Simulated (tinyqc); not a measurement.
Inside a calculation. Method: extended Hueckel theory, for BeH2+. The parameters take no account of the charge, which enters only through the electron count. One step of it, computed by the program tinyqc.

Task: Wolfsberg-Helmholz matrix. H_ij = K' S_ij (H_ii + H_jj)/2 for i != j (the diagonal keeps H_ii), with K' = K + D^2 + D^4 (1 - K), D = (H_ii - H_jj)/(H_ii + H_jj), K = 1.75.

overlap S, order 1Be 2s, 1Be 2px, 1Be 2py, 1Be 2pz, 2H 1s, 3H 1s:
```
[[1.000000, 0.000000, 0.000000, 0.000000, 0.434622, 0.433323],
 [0.000000, 1.000000, 0.000000, 0.000000, 0.000000, 0.000000],
 [0.000000, 0.000000, 1.000000, 0.000000, 0.529905, -0.528978],
 [0.000000, 0.000000, 0.000000, 1.000000, 0.019373, 0.019284],
 [0.434622, 0.000000, 0.529905, 0.019373, 1.000000, 0.024634],
 [0.433323, 0.000000, -0.528978, 0.019284, 0.024634, 1.000000]]
```

diagonal H_ii (eV): [-10.000000, -6.000000, -6.000000, -6.000000, -13.600000, -13.600000]

K = 1.750000

Give: H.

Result:

H (eV), order 1Be 2s, 1Be 2px, 1Be 2py, 1Be 2pz, 2H 1s, 3H 1s:
```
[[-10.0000, 0.0000, 0.0000, 0.0000, -9.0922, -9.0650],
 [0.0000, -6.0000, 0.0000, 0.0000, 0.0000, 0.0000],
 [0.0000, 0.0000, -6.0000, 0.0000, -9.7806, 9.7635],
 [0.0000, 0.0000, 0.0000, -6.0000, -0.3576, -0.3559],
 [-9.0922, 0.0000, -9.7806, -0.3576, -13.6000, -0.5863],
 [-9.0650, 0.0000, 9.7635, -0.3559, -0.5863, -13.6000]]
```
